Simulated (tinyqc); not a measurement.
Scattering mobility, thermal velocity and mass from two apparent mobilities.

Inverse problem. 1/mu_app = 1/mu_0 + 1/mu_B with the ballistic mobility mu_B = vT L/(2 Vt) and vT = sqrt(2 kB T/(pi m)) (non-degenerate carriers); the mean free path is 2 Vt mu_0/vT. Find mu_0, vT, m and the mean free path.

Values chosen for this exercise:
```
symbol  value  unit      meaning
T         300     K  temperature
```

Constants: q = 1.602176634e-19 C, kB = 1.380649e-23 J/K, m0 = 9.1093837015e-31 kg, Vt = kB T/q. Results are converted to the units shown.

apparent mobility at L = 15 and 400 nm (cm^2/(V s)): [125.06921, 213.91134]

Solution. 1/mu_app is linear in 1/L: the slope is 2 Vt/vT and the intercept 1/mu_0.

mu_0 = 220 cm^2/(V s)
vT = 9.99e6 cm/s
m = 0.290 m0
mean free path = 11.4 nm

Computed by the program tinyqc: `OMP_NUM_THREADS=1 python tinyqc.py 2380036 2380037 out.jsonl`, one thread of a shared Intel Xeon 2.30GHz, about 0.01 s for the whole run.
